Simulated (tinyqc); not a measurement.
Pinning factor and decay constant from two barriers.

Question. phiB = S (phiM - chi) + (1 - S)(Eg - E0) with S = 1/(1 + (1/S0 - 1) exp(-be ti)). Find S0, S at the given thickness and be.

Parameters, values chosen for the exercise; semiconductor values close to those of germanium; interlayer mass of the order of that in silicon nitride, offset chosen freely: band gap Eg = 0.641 eV; electron affinity chi = 4.09 eV; charge-neutrality level above the valence band E0 = 0.092 eV; metal work function phiM = 4.04 eV.

phiB at ti = 0, 0.2 nm (eV): [0.51785200, 0.50533849]

Answer. Each barrier gives its S by linear interpolation between the pinned and the unpinned value; the ratio of the two values of 1/S - 1 is exp(be ti).

S0 = 0.05200
S = 0.07289
be = 1.800 1/nm

Program tinyqc, `OMP_NUM_THREADS=1 python tinyqc.py 2270073 2270074 out.jsonl`; Intel Xeon 2.30GHz, shared host, one thread, about 0.02 s.
